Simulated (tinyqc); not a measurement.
Alloy A(1-x)B(x) by interpolation with bowing: sweeps and comparisons. A value that a table varies takes the place of the one given here.

Each gap follows E(x) = (1 - x) E_A + x E_B - C x (1 - x); the lattice constant follows Vegard, a(x) = (1 - x) a_A + x a_B.

Mass at Gamma from the Kane formula 1/m = F + Ep (Eg + 2 Dso/3)/(Eg (Eg + Dso)). F is fixed by the masses of A and B and interpolated linearly, as is Ep; Eg and Dso carry their bowing.

Constants: hc = 1239.841984 eV nm.

Parameters, chosen for this exercise (A near GaAs, B near GaP; shifted at random, so the results belong to these values and not to a real crystal): a = (5.651, 5.458) angstrom (lattice constant of A, B); Eg = (1.541, 2.919) eV (gap at Gamma to the s-like level of A, B); EgX = (1.984, 2.379) eV (gap to the lowest valley along Gamma-X of A, B); EgL = (1.797, 2.705) eV (gap to L of A, B); C = (0.196, 0.211, 0.175) eV (bowing of the Gamma, X and L gaps); Dso = (0.338, 0.08) eV (spin-orbit splitting of A, B); Ep = (25.6, 31.1) eV (Kane energy of A, B); me = (0.0679, 0.1294) m0 (electron mass at Gamma of A, B); Cs = 0 eV (bowing of Dso); x = 0.9 (fraction of B).

## Gaps across the alloy

Eleven compositions.

Gaps (eV):

| x | a (angstrom) | Gamma | X | L | lowest | wavelength (nm) |
|---|---|---|---|---|---|---|
| 0.0 | 5.6510 | 1.541 | 1.984 | 1.797 | Gamma | 805 |
| 0.1 | 5.6317 | 1.661 | 2.005 | 1.872 | Gamma | 746 |
| 0.2 | 5.6124 | 1.785 | 2.029 | 1.951 | Gamma | 694 |
| 0.3 | 5.5931 | 1.913 | 2.058 | 2.033 | Gamma | 648 |
| 0.4 | 5.5738 | 2.045 | 2.091 | 2.118 | Gamma | 606 |
| 0.5 | 5.5545 | 2.181 | 2.129 | 2.207 | X | 582 |
| 0.6 | 5.5352 | 2.321 | 2.170 | 2.300 | X | 571 |
| 0.7 | 5.5159 | 2.464 | 2.216 | 2.396 | X | 559 |
| 0.8 | 5.4966 | 2.612 | 2.266 | 2.495 | X | 547 |
| 0.9 | 5.4773 | 2.764 | 2.321 | 2.598 | X | 534 |
| 1.0 | 5.4580 | 2.919 | 2.379 | 2.705 | X | 521 |

The lowest valley changes at x = 0.447 (Gamma to X, gap 2.108 eV). The Gamma gap is monotonic, since its bowing (0.196 eV) is smaller than the difference of the end gaps (1.378 eV); at x = 0.5 bowing lowers it by C/4 = 0.049 eV.

## Three ways to interpolate a mass

Linear in m, linear in 1/m, and the Kane formula.

Masses (m0):

| x | Eg (eV) | linear in m | linear in 1/m | Kane | Kane m/Eg (1/eV) |
|---|---|---|---|---|---|
| 0.000 | 1.541 | 0.0679 | 0.0679 | 0.0679 | 0.0441 |
| 0.125 | 1.692 | 0.0756 | 0.0722 | 0.0735 | 0.0434 |
| 0.250 | 1.849 | 0.0833 | 0.0771 | 0.0794 | 0.0430 |
| 0.375 | 2.012 | 0.0910 | 0.0826 | 0.0859 | 0.0427 |
| 0.500 | 2.181 | 0.0987 | 0.0891 | 0.0929 | 0.0426 |
| 0.625 | 2.356 | 0.1063 | 0.0966 | 0.1007 | 0.0427 |
| 0.750 | 2.538 | 0.1140 | 0.1055 | 0.1092 | 0.0430 |
| 0.875 | 2.725 | 0.1217 | 0.1162 | 0.1187 | 0.0436 |
| 1.000 | 2.919 | 0.1294 | 0.1294 | 0.1294 | 0.0443 |

At x = 0.5 the three give 0.0986, 0.0891 and 0.0929; judged by the largest distance, the Kane value is closer to the interpolation in 1/m (largest distances 0.0057 m0 from the rule in m, 0.0041 m0 from the rule in 1/m). The ratio m/Eg varies by a factor of 1.04 while the gap varies by 1.89; a constant ratio is the two-band rule m = Eg/Ep at fixed Ep.

## What each parameter does

Gaps at x and the Kane mass. Each row changes one parameter from the base and keeps the others.

Results:

| case | Gamma (eV) | X (eV) | L (eV) | mass (m0) |
|---|---|---|---|---|
| base | 2.7636 | 2.3205 | 2.5985 | 0.1208 |
| x = 0.94 | 2.8253 | 2.3434 | 2.6406 | 0.1241 |
| C = (0.296, 0.311, 0.275) eV | 2.7546 | 2.3115 | 2.5894 | 0.1202 |
| Eg = (1.618, 2.919) eV | 2.7713 | 2.3205 | 2.5985 | 0.1202 |
| EgX = (1.984, 2.26) eV | 2.7636 | 2.2134 | 2.5985 | 0.1208 |
| EgL = (1.707, 2.705) eV | 2.7636 | 2.3205 | 2.5894 | 0.1208 |
| Ep = (28.2, 34.2) eV | 2.7636 | 2.3205 | 2.5985 | 0.1210 |
| Cs = 0.05 eV | 2.7636 | 2.3205 | 2.5985 | 0.1207 |

The largest shifts from the base row, up to three for each result and ties (the steps differ in size, so this ranks the rows, not the parameters). Gamma (eV): x +0.0617, C -0.0090, Eg +0.0077; unchanged at the printed digits by EgX, EgL, Ep and Cs. X (eV): EgX -0.1071, x +0.0229, C -0.0090; unchanged at the printed digits by Eg, EgL, Ep and Cs. L (eV): x +0.0422, C -0.0090, EgL -0.0090; unchanged at the printed digits by Eg, EgX, Ep and Cs. mass (m0): x +0.0034, Eg -0.0006, C -0.0005; unchanged at the printed digits by EgX and EgL.

Run: tinyqc, `OMP_NUM_THREADS=1 python tinyqc.py 1080125 1080126 out.jsonl`; Intel(R) Xeon(R) Processor @ 2.30GHz, one thread, shared host; about 0.01 s of CPU time with all checks.
